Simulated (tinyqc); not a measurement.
# Metal gate on a two-layer dielectric stack with fixed charge and a dipole: flat band against the thickness t1

Gate, layer 2, layer 1, p-type semiconductor; x runs from the gate inwards. Charges are counted in units of +q. psi is the band bending at the surface, positive towards inversion. Classical charge, Boltzmann statistics, no interface traps.

EOT = 3.9 (t1/e1 + t2/e2), Cox = eps0/(t1/e1 + t2/e2); phi_ms = pM - (chi + Eg - Vt ln(Nv/Na)). Vfb = phi_ms + Vd - (q/eps0) [Q1 (t1/e1 + t2/e2) + Q2 t2/e2 + r1 (t1^2/(2 e1) + t1 t2/e2) + r2 t2^2/(2 e2)]: each charge counts with its electrical distance from the gate. ni = sqrt(Nc Nv) exp(-Eg/(2 Vt)), Eg in volts, pB = Vt ln(Na/ni), Vth = Vfb + 2 pB + sqrt(4 q eps0 eps_r Na pB)/Cox.

Parameters, values chosen for the exercise; band and dielectric values close to those of silicon, layer 1 close to silicon dioxide, layer 2 close to zirconium oxide: temperature T = 250 K; band gap Eg = 1.12 eV; relative permittivity eps_r = 11.7; conduction-band density of states at T Nc = 2.11e19 cm^-3; valence-band density of states at T Nv = 2.01e19 cm^-3; electron affinity chi = 4.01 eV; acceptor density Na = 3.6e16 cm^-3; work function of the gate metal pM = 4.64 eV; relative permittivity of layer 1 e1 = 3.82; thickness of layer 2, next to the gate t2 = 1.5 nm; relative permittivity of layer 2 e2 = 24.8; fixed charge at the semiconductor interface Q1 = 3.6e11 cm^-2; fixed charge between the layers Q2 = 9e11 cm^-2; uniform charge density in layer 1 r1 = 0 cm^-3; uniform charge density in layer 2 r2 = -7e17 cm^-3; flat-band shift by a dipole layer between the layers Vd = 0 V.

Constants: q = 1.602176634e-19 C, kB = 1.380649e-23 J/K, Vt = kB T/q, eps0 = 8.8541878128e-14 F/cm where lengths are in cm. Results are converted to the units shown.

Result of one run:

| EOT (nm) | Vfb (V) | Vth (V) |
|---|---|---|
| 1.5631 | -0.38912 | 0.50284 |

Which thickness of layer 1, next to the semiconductor t1 gave this result: 0.5, 1.3, 2.9, 4.4 or 5.2 nm?

t1 = 1.3 nm.

The whole series:

| t1 (nm) | EOT (nm) | Vfb (V) | Vth (V) |
|---|---|---|---|
| 0.5 | 0.74636 | -0.37548 | 0.49269 |
| 1.3 | 1.5631 | -0.38912 | 0.50284 |
| 2.1 | 2.3799 | -0.40277 | 0.51298 |
| 2.9 | 3.1966 | -0.41641 | 0.52313 |
| 3.6 | 3.9113 | -0.42835 | 0.53200 |
| 4.4 | 4.7280 | -0.44199 | 0.54215 |
| 5.2 | 5.5448 | -0.45563 | 0.55230 |
| 6 | 6.3615 | -0.46927 | 0.56244 |

Vfb falls from -0.375 to -0.469 V and Vth rises from 0.493 to 0.562 V. The slope dVfb/dEOT is -16.7 mV/nm between the first two rows and -16.7 between the last two: a straight line, set by the charge below the growing layer, which reads as 3.60e11 cm^-2. A line through the end rows meets EOT = 0 at -0.363 V, against phi_ms + Vd = -0.354 V; an effective work function read from it is off by -9.28 mV from pM.

Computed by the program tinyqc: `OMP_NUM_THREADS=1 python tinyqc.py 2010112 2010113 out.jsonl`, one thread of a shared Intel Xeon 2.30GHz, about 0.01 s for the whole run.
